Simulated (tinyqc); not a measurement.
Comparisons within one model: six-band Luttinger-Kohn model with strain. A value that a table varies takes the place of the one given here.

Six-band Luttinger-Kohn model in the basis |3/2,3/2>, |3/2,1/2>, |3/2,-1/2>, |3/2,-3/2>, |1/2,1/2>, |1/2,-1/2>, electron energies, zero at the top of the unstrained valence band. H = -[rows: (P+Q, -S, R, 0, -S/r2, r2 R); (-S*, P-Q, 0, R, -r2 Q, r32 S); (R*, 0, P-Q, S, r32 S*, r2 Q); (0, R*, S*, P+Q, -r2 R*, -S*/r2); (-S*/r2, -r2 Q, r32 S, -r2 R, P+Dso, 0); (r2 R*, r32 S*, r2 Q, -S/r2, 0, P+Dso)], r2 = sqrt(2), r32 = sqrt(3/2). Levels are twofold.

P = c g1 k^2 - av tr(e); Q = c g2 (kx^2 + ky^2 - 2 kz^2) - (b/2)(exx + eyy - 2 ezz); R = c sqrt3 [-g2 (kx^2 - ky^2) + 2i g3 kx ky] + (sqrt3/2) b (exx - eyy) - i d exy; S = 2 c sqrt3 g3 (kx - i ky) kz - d (exz - i eyz); c = hbar^2/2m0, e the strain tensor (not engineering shear).

s11 = (C11 + C12)/((C11 - C12)(C11 + 2 C12)), s12 = -C12/((C11 - C12)(C11 + 2 C12)), s44 = 1/C44; exx = s11 sxx + s12 (syy + szz) and cyclic, exy = s44 sxy/2; tension is positive. A uniaxial stress X along the unit vector n is s_ij = X n_i n_j.

Constants: hbar^2/2m0 = 3.80998211 eV angstrom^2.

Values chosen for the exercise (near those of Ge; shifted at random, so the results belong to these values and not to a real crystal):
```
symbol  value           unit  meaning
Dso     0.295           eV    spin-orbit splitting
g1      13.51                 Luttinger gamma1
g2      4.25                  gamma2
g3      5.65                  gamma3
av      1.25            eV    valence hydrostatic potential
b       -2.52           eV    tetragonal shear potential
d       -5.12           eV    trigonal shear potential
C11     124.3           GPa
C12     50.6            GPa
C44     64.6            GPa
load    uniaxial [111]        kind of stress
X1      1.6             GPa   size of the stress
E_h     5               meV   hole energy below the top
X       -0.74           GPa   stress
```

## Sweep of a uniaxial [111] stress

Edges at k = 0 and curvature masses of the top pair along [100] and [001] (step 0.0002 1/angstrom); at zero stress the top is fourfold and has no single curvature.

Edges and masses:
```
X (GPa)  top (eV)  second (eV)  third (eV)  splitting (meV)  m [100]  m [001]
-1.50      0.0330      -0.0426     -0.3103             75.6    0.074    0.074
-1.00      0.0206      -0.0284     -0.3038             49.0    0.074    0.074
-0.50      0.0095      -0.0142     -0.2986             23.7    0.074    0.074
0.00       0.0000       0.0000     -0.2950              0.0        -        -
0.50       0.0142      -0.0077     -0.2931             22.0    0.074    0.074
1.00       0.0284      -0.0135     -0.2933             42.0    0.074    0.074
1.50       0.0426      -0.0173     -0.2954             59.9    0.074    0.074
```

What can be read from the table?

The splitting reaches 75.6 meV under compression and 59.9 meV under the same tension; linear shear terms alone would make the two equal, and the difference comes from the coupling to the split-off band. At the ends of the sweep the top pair has a mass along [100] of 0.074 under compression and 0.074 under tension, nearly the same; along [001] it has 0.074 and 0.074. The top edge itself moves by +33 and +43 meV.

## Which stress helps holes along [110]

Each load has size X1 (biaxial: sxx = syy); masses are curvatures of the top pair at k = 0.

Results:
```
load                         splitting (meV)  top edge (meV)  m [110]  m [001]
uniaxial [110], compression             92.2            42.4    0.035    0.148
uniaxial [110], tension                 72.6            51.7    0.279    0.048
uniaxial [100], compression            125.8            62.2    0.060    0.143
uniaxial [100], tension                 86.7            63.6    0.088    0.056
uniaxial [111], compression             81.1            35.6    0.047    0.074
uniaxial [111], tension                 63.2            45.5    0.127    0.074
biaxial (001), compression              86.7            37.0    0.056    0.200
biaxial (001), tension                 125.8            88.8    0.143    0.038
```

How do the results move?

The lightest mass along [110] (0.035) comes with uniaxial [110], compression. The largest splitting (125.8 meV) comes with uniaxial [100], compression; biaxial (001), tension. The heaviest mass along [001] (0.200), which lowers the confinement energy in a (001) channel, comes with biaxial (001), compression. The splitting per GPa follows b (s11 - s12) for loads along cube axes and d s44 for [111]: here 2 |b| (s11 - s12) = 68.4 and |d| s44/sqrt3 = 45.8 meV per GPa in the limit of large Dso; where the splitting nears Dso, mixing with the split-off band makes it depend on the sign of the load.

## Warping of the constant-energy contours (six-band Luttinger-Kohn model)

No strain (e = 0). In the plane kz = 0, |k| where the top and second pairs lie E_h below the top, against the angle from [100]; m = c k^2/E_h.

Contours:
```
angle (degrees)  k top (1/angstrom)  k second (1/angstrom)  m top (m0)  m second (m0)
0                            0.0162                 0.0077       0.200          0.046
9                            0.0166                 0.0077       0.209          0.045
18                           0.0177                 0.0076       0.238          0.044
27                           0.0193                 0.0075       0.284          0.043
36                           0.0209                 0.0074       0.334          0.042
45                           0.0216                 0.0074       0.357          0.042
```

How do the results move?

The heavy contour reaches 1.337 times as far along [110] as along [100], the light one 0.955 times. The warping follows g3 - g2 = 1.40 and would vanish for g2 = g3. Along [100] the heavy mass is 1/(g1 - 2 g2) = 0.200 at any energy, while the light one is 0.0457, against 1/(g1 + 2 g2) = 0.0454 at the edge, for E_h/Dso = 0.02.

## What each parameter does

Edges at k = 0 under a uniaxial [111] stress X and the curvature mass of the top pair along [100] (step 0.0002 1/angstrom). Each row changes one parameter from the base and keeps the others.

Results:
```
case             top (eV)  second (eV)  third (eV)  mass (m0)
base               0.0147      -0.0210     -0.3009      0.074
Dso = 0.236 eV     0.0151      -0.0210     -0.2423      0.074
g3 = 4.52          0.0147      -0.0210     -0.3009      0.074
av = 1.5 eV        0.0138      -0.0219     -0.3017      0.074
g1 = 16.212        0.0147      -0.0210     -0.3009      0.062
d = -4.096 eV      0.0106      -0.0176     -0.3003      0.074
X = -0.592 GPa     0.0114      -0.0168     -0.2995      0.074
C11 = 99.44 GPa    0.0141      -0.0215     -0.3014      0.074
```

What does this show?

The largest shifts from the base row, up to three for each result and ties (the steps differ in size, so this ranks the rows, not the parameters). top (eV): d -0.0040, X -0.0032, av -0.0008; unchanged at the printed digits by g3 and g1. second (eV): X +0.0042, d +0.0034, av -0.0008; unchanged at the printed digits by Dso, g3 and g1. third (eV): Dso +0.0586, X +0.0015, av -0.0008; unchanged at the printed digits by g3 and g1. mass (m0): g1 -0.012; unchanged at the printed digits by Dso, g3, av, d, X and C11. The Luttinger parameters multiply k^2 and cannot move the edges; av shifts all edges alike and leaves the mass.

Computed by tinyqc, a small Python program: `OMP_NUM_THREADS=1 python tinyqc.py 1050260 1050261 out.jsonl` (the numbers bound the seed that draws the inputs); one thread of a shared host (Intel(R) Xeon(R) Processor @ 2.30GHz), about 0.06 s for the whole set of steps.
